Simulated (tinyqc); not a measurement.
Comparisons within one model: quaternary alloy A(x)B(1-x)C(y)D(1-y) matched to a substrate. A value that a table varies takes the place of the one given here.

Q(x,y) = x y Q_AC + x (1 - y) Q_AD + (1 - x) y Q_BC + (1 - x)(1 - y) Q_BD for the lattice constant. Gap, rule 1: Q(x,y) - x (1 - x)[y C_ABC + (1 - y) C_ABD] - y (1 - y)[x C_ACD + (1 - x) C_BCD]. Rule 2 (mean of ternaries): {x (1 - x)[y T_ABC(x) + (1 - y) T_ABD(x)] + y (1 - y)[x T_ACD(y) + (1 - x) T_BCD(y)]}/{x (1 - x) + y (1 - y)}, T_ABC(x) = x E_AC + (1 - x) E_BC - C_ABC x (1 - x), T_ACD(y) = y E_AC + (1 - y) E_AD - C_ACD y (1 - y), and alike. Only the Gamma valley is followed.

Matching a(x,y) = a_s gives x = (a_s - y a_BC - (1 - y) a_BD)/(y (a_AC - a_BC) + (1 - y)(a_AD - a_BD)).
Constants: hc = 1239.841984 eV nm.

Inputs chosen for the exercise (AC, AD, BC, BD near GaAs, GaSb, InAs and InSb; substrate near InAs; shifted at random, so the results belong to these values and not to a real crystal):
- a = (5.645, 6.089, 6.061, 6.482) angstrom (lattice constants of AC, AD, BC, BD)
- Eg = (1.526, 0.813, 0.423, 0.234) eV (gaps at Gamma of AC, AD, BC, BD)
- Cb = (0.499, 0.404, 1.635, 0.733) eV (bowing of ABC, ABD, ACD, BCD)
- a_s = 6.061 angstrom (substrate)
- y = 0.65 (fraction of C)

## Along the matched line

x follows from y.

Results:

| y | x | bilinear (eV) | rule 1 (eV) | rule 2 (eV) | wavelength 1 (nm) | wavelength 2 (nm) |
|---|---|---|---|---|---|---|
| 0.08 | 0.9810 | 0.8582 | 0.7315 | 0.7617 | 1695 | 1628 |
| 0.19 | 0.8582 | 0.8522 | 0.5689 | 0.7000 | 2179 | 1771 |
| 0.31 | 0.7260 | 0.8309 | 0.4478 | 0.6355 | 2769 | 1951 |
| 0.42 | 0.6064 | 0.7980 | 0.3802 | 0.5880 | 3261 | 2108 |
| 0.54 | 0.4777 | 0.7478 | 0.3451 | 0.5466 | 3593 | 2268 |
| 0.65 | 0.3612 | 0.6890 | 0.3407 | 0.5153 | 3639 | 2406 |
| 0.76 | 0.2462 | 0.6182 | 0.3556 | 0.4873 | 3486 | 2544 |
| 0.88 | 0.1223 | 0.5275 | 0.3861 | 0.4569 | 3211 | 2713 |
| 0.99 | 0.0101 | 0.4322 | 0.4199 | 0.4261 | 2953 | 2910 |

How do the results move?

The matched alloys span 0.341 to 0.731 eV by rule 1, with the lowest value inside the range, at y = 0.65. Along the line dx/dy is -1.116 between the first two rows and -1.019 between the last two. In energy the two rules differ most at y = 0.42, by 208 meV (1153 nm there), which measures how far the ternary data leave the interior open. Miscibility gaps are not considered.

## What each parameter does

x is matched anew each time. Each row changes one parameter from the base and keeps the others.

Results:

| case | x | rule 1 (eV) | rule 2 (eV) |
|---|---|---|---|
| base | 0.3612 | 0.3407 | 0.5153 |
| y = 0.66 | 0.3507 | 0.3413 | 0.5127 |
| a_s = 6.065 angstrom | 0.3514 | 0.3350 | 0.5075 |
| Cb = (0.599, 0.485, 1.962, 0.88) eV | 0.3612 | 0.2709 | 0.4805 |
| Eg = (1.576, 0.813, 0.423, 0.234) eV | 0.3612 | 0.3524 | 0.5270 |
| a = (5.655, 6.089, 6.061, 6.482) angstrom | 0.3670 | 0.3441 | 0.5199 |

How do the results move?

The largest shifts from the base row, up to three for each result and ties (the steps differ in size, so this ranks the rows, not the parameters). x: y -0.0105, a_s -0.0098, a +0.0058; unchanged at the printed digits by Cb and Eg. rule 1 (eV): Cb -0.0698, Eg +0.0117, a_s -0.0057. rule 2 (eV): Cb -0.0348, Eg +0.0117, a_s -0.0078.

Program tinyqc; command `OMP_NUM_THREADS=1 python tinyqc.py 1051263 1051264 out.jsonl`; about 0.01 s on one thread of a shared Intel(R) Xeon(R) Processor @ 2.30GHz.
